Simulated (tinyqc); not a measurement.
# Bulk resistivity and mean free path from two films

Question. In the thick-film limit single-crystal films obey rho = rho0 (1 + 3 (1 - ps) lam/(8 d)). Find rho0, lam and the product rho0 lam.

Inputs (values chosen for the exercise): specular share of surface scattering ps = 0.4.

rho at d = 71 and 230 nm (uohm cm): [1.9391183, 1.7876409]

Solution. rho is a straight line in 1/d: the intercept is rho0 and the slope (3/8)(1 - ps) rho0 lam. Without ps only the product (1 - ps) lam could be found.

rho0 = 1.720 uohm cm
lam = 40.20 nm
rho0 lam = 69.14 uohm cm nm

Computed by the program tinyqc: `OMP_NUM_THREADS=1 python tinyqc.py 2100111 2100112 out.jsonl`, one thread of a shared Intel Xeon 2.30GHz, about 0.01 s for the whole run.
